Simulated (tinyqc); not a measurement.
Inside a calculation. Method: Rayleigh-quotient iteration on a symmetric matrix. Computed by tinyqc, a small Python program that keeps every step. Settings: method = rayleigh, shift = 1.26. Command: `OMP_NUM_THREADS=1 python tinyqc.py 22210 22211 out.jsonl` (the two numbers bound the seeds that draw the settings). One thread of a shared host (Intel(R) Xeon(R) Processor @ 2.60GHz), about 0.01 s of CPU time with the checks.

## Step 1

A:
```
[[0.153000, -0.011000, -0.252000, 0.234000, -0.002000, -0.660000],
 [-0.011000, 0.175000, -0.516000, -0.483000, -0.023000, -0.695000],
 [-0.252000, -0.516000, 0.304000, -0.175000, 0.248000, 2.044000],
 [0.234000, -0.483000, -0.175000, 0.605000, -0.290000, -0.550000],
 [-0.002000, -0.023000, 0.248000, -0.290000, 0.948000, -0.651000],
 [-0.660000, -0.695000, 2.044000, -0.550000, -0.651000, 2.172000]]
```

vector v at the start: [0.408248, 0.408248, 0.408248, 0.408248, 0.408248, 0.408248]

shift = 1.260000

solve (A - shift) w = v; v' = w/|w| with its largest component positive (the first on a tie); lambda = v'^T A v'; the next shift is lambda.

vector after step 1: [-0.050459, 0.180080, 0.188115, -0.438946, 0.857174, -0.047081]

Rayleigh quotient after step 1 = 1.213926

## Step 2

As before.

vector after step 2: [-0.133974, 0.204465, 0.139347, -0.567711, 0.772435, -0.043310]

Rayleigh quotient after step 2 = 1.234048

## Step 3

As before.

vector after step 3: [-0.131714, 0.200573, 0.141773, -0.562600, 0.777114, -0.043550]

Rayleigh quotient after step 3 = 1.234078

## Course of the iteration

Stop when the residual |A v - lambda v| is below 1e-9.

Steps:
```
step      lambda  residual
1     1.21392571  1.57e-01
2     1.23404776  3.74e-03
3     1.23407757  2.57e-07
4     1.23407757  2.06e-16
```

all eigenvalues, for comparison: [-1.211114, -0.443688, -0.006213, 0.853433, 1.234078, 3.930505]

Converged in 4 steps.
